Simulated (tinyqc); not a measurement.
Carrier lifetime of a p-type layer with SRH, radiative, Auger and surface recombination: two steps of the calculation.

Uniform excess density dn = dp (no trapping), n = n0 + dn, p = p0 + dn, Boltzmann statistics, full ionisation. Surfaces enter as a rate 2 S dn/d, which holds while diffusion to them is fast.

Inputs (values chosen for the exercise); band and dielectric values close to those of cadmium telluride:
```
symbol,value,unit,meaning
T,300,K,temperature
B,1.97e-10,cm^3/s,radiative coefficient
Cn,1.4e-30,cm^6/s,Auger coefficient (two electrons)
Cp,5.3e-31,cm^6/s,Auger coefficient (two holes)
S,0,cm/s,surface recombination velocity (both faces)
d,300,um,sample thickness
G,1.3e18,cm^-3 s^-1,generation rate
```

Constants: q = 1.602176634e-19 C, kB = 1.380649e-23 J/K, Vt = kB T/q. Results are converted to the units shown.

Problem 1. New dn. With e = n p - ni^2 = dn (n0 + p0 + dn): U_SRH = e/(tp0 (n + n1) + tn0 (p + p1)), U_rad = B e, U_Aug = (Cn n + Cp p) e, U_s = 2 S dn/d. Substitution: tau = dn/U with U the sum, dn(new) = G tau.

dn after iteration 2 = 3.5387977e13 cm^-3
n0 = 0.0054719598 cm^-3
p0 = 1.7e14 cm^-3
n1 = 0.0011921426 cm^-3
p1 = 7.8030363e14 cm^-3
tn0 = 1.1574074e-4 s
tp0 = 1.7361111e-4 s

Wanted: U_SRH; U_rad; U_Aug; U_s; tau; dn after iteration 3.

Solution 1.

U_SRH = 6.0454e16 cm^-3 s^-1
U_rad = 1.4318e18 cm^-3 s^-1
U_Aug = 1.1513e12 cm^-3 s^-1
U_s = 0 cm^-3 s^-1
tau = 2.3714e-5 s
dn after iteration 3 = 3.0828e13 cm^-3

Problem 2. Lifetime, shares and quasi-Fermi splitting. tau = dn/U, shares of U, splitting Vt ln(n p/ni^2), radiative efficiency U_rad/U.

converged dn = 3.1422428e13 cm^-3
ni = 9.6448596e5 cm^-3
n0 = 0.0054719598 cm^-3
p0 = 1.7e14 cm^-3
n1 = 0.0011921426 cm^-3
p1 = 7.8030363e14 cm^-3
tn0 = 1.1574074e-4 s
tp0 = 1.7361111e-4 s

Give: tau; shares; quasi-Fermi splitting.

Solution 2.

tau = 2.4171e-5 s
shares (%): SRH 4.088, radiative 95.911, Auger 0.000, surface 0.000
quasi-Fermi splitting = 0.94247 V

Radiative recombination takes the largest share. dn is 0.18 times the doping: intermediate injection.

tinyqc, about 0.01 s, one thread, Intel Xeon 2.30GHz (shared host): `OMP_NUM_THREADS=1 python tinyqc.py 2300103 2300104 out.jsonl`
